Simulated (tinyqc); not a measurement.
Slices of the butterfly: square lattice in a magnetic field (Harper-Hofstadter model).

Landau gauge, lattice period 1: the magnetic cell has q sites j = 0 to q - 1 along x. H_jj = -2 ty cos(ky + 2 pi p j/q), H_(j,j+1) = -tx, and the bond from q - 1 back to 0 is H_(q-1,0) = -tx exp(i q kx). The levels depend on k only through cos(q kx) and cos(q ky), so the band edges lie at (0, 0) and (pi/q, pi/q).

Parameters, chosen for this exercise: tx = 1.6 meV (hopping along x); ty = 1.6 meV (hopping along y); Q = 7 (denominator).

Flux P/Q for each P (p = P, q = Q): the lowest edge, the first gap, the widest gap with its r (the lower one of a mirror pair) and t_r from r = Q s + P t, |t| <= Q/2, and the total width of the bands.

Cases:
```
flux
1/7
2/7
3/7
```

Rank the cases by first gap, lowest first.

Answer: 2/7, 3/7, 1/7.

Spectra (meV):
```
flux,lowest edge,first gap,t of first gap,widest gap,its r,its t,total width
1/7,-5.1253,2.2038,1,2.2038,1,1,2.0552
2/7,-4.3598,0.0324,-3,2.6384,2,1,2.1167
3/7,-4.1776,0.4569,-2,2.4539,3,1,2.0825
```

The widest gap carries t = 1 in every row, and its r equals P: it is the gap above the lowest Landau level, which holds P of the Q bands. The first gap is widest at 1/7 (t = 1) and narrowest at 2/7 (t = -3). The total width lies between 2.055 and 2.117 meV; its limit for large Q is 4 |tx - ty| = 0.0 meV.

Computed by tinyqc, a small Python program: `OMP_NUM_THREADS=1 python tinyqc.py 1251324 1251325 out.jsonl` (the numbers bound the seed that draws the inputs); one thread of a shared host (Intel(R) Xeon(R) Processor @ 2.30GHz), about 0.02 s for the whole set of steps.
